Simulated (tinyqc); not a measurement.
Raising U: Hubbard chain of 6 sites, mean field against exact. Computed by the program tinyqc. Collinear unrestricted mean field (the lowest of 40 random starts) against exact diagonalisation.

one-body matrix (hopping and site energies) (eV):
```
         1        2        3        4        5        6
1   0.6000  -0.6400   0.0000   0.0000   0.0000   0.0000
2  -0.6400  -0.1500  -0.6400   0.0000   0.0000   0.0000
3   0.0000  -0.6400  -0.3300  -0.6400   0.0000   0.0000
4   0.0000   0.0000  -0.6400  -0.2500  -0.6400   0.0000
5   0.0000   0.0000   0.0000  -0.6400   0.5000  -0.6400
6   0.0000   0.0000   0.0000   0.0000  -0.6400   0.1800
```

electrons, up and down: 3  2

Exact and mean-field results (eV):
```
U            U/t    E exact  E mean field  mean |n_up - n_down|  double occupancy, exact  first gap in the sector
0.3200    0.5000  -3.725571     -3.714214                0.1667                   0.1694                   0.4813
0.6400    1.0000  -3.416190     -3.370152                0.1667                   0.1529                   0.4593
1.2800    2.0000  -2.892005     -2.707473                0.1709                   0.1205                   0.4060
1.9200    3.0000  -2.486219     -2.091827                0.3617                   0.0917                   0.3511
2.5600    4.0000  -2.180114     -1.703374                0.6262                   0.0688                   0.3020
3.8400    6.0000  -1.775651     -1.319982                0.7364                   0.0398                   0.2288
5.1200    8.0000  -1.533837     -1.120718                0.8000                   0.0248                   0.1810
7.6800   12.0000  -1.269253     -0.960419                0.8188                   0.0119                   0.1254
12.8000  20.0000  -1.045680     -0.832291                0.8282                   0.0044                   0.0765
```

What does the comparison show, and why?

In absolute terms mean field is worst at U/t = 4.0, 0.477 eV too high: at small U it is nearly exact, and at large U it still misses the motion of the hole through a fluctuating spin background. Relative to the exact energy its error is 0.3 % at the smallest U, 27 % at most and 20 % at the largest. The double occupancy falls from 0.169 to 0.004.
